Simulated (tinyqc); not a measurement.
Trap density from the capacitance step.

Question. A junction with shallow donors Nd and a deep trap has C_HF = eps0 eps_r/W and C_LF = eps0 eps_r (Nd + Nt)/(Nd W + Nt xt), xt = W - lam. Find W, xt and Nt.

Parameters, values chosen for the exercise: relative permittivity eps_r = 11.6; shallow donor density Nd = 3.2e16 cm^-3.

Constants: eps0 = 8.8541878128e-14 F/cm where lengths are in cm. Results are converted to the units shown.

C_HF = 53.188115 nF/cm^2
C_LF = 59.689297 nF/cm^2
lam = 65.901391 nm

Answer. C_HF gives W. With y = C_LF/C_HF, Nt/Nd = (y - 1)/(1 - y xt/W).

W = 193.1 nm
xt = 127.2 nm
Nt = 1.500e16 cm^-3

tinyqc, about 0.01 s, one thread, Intel Xeon 2.30GHz (shared host): `OMP_NUM_THREADS=1 python tinyqc.py 2050117 2050118 out.jsonl`
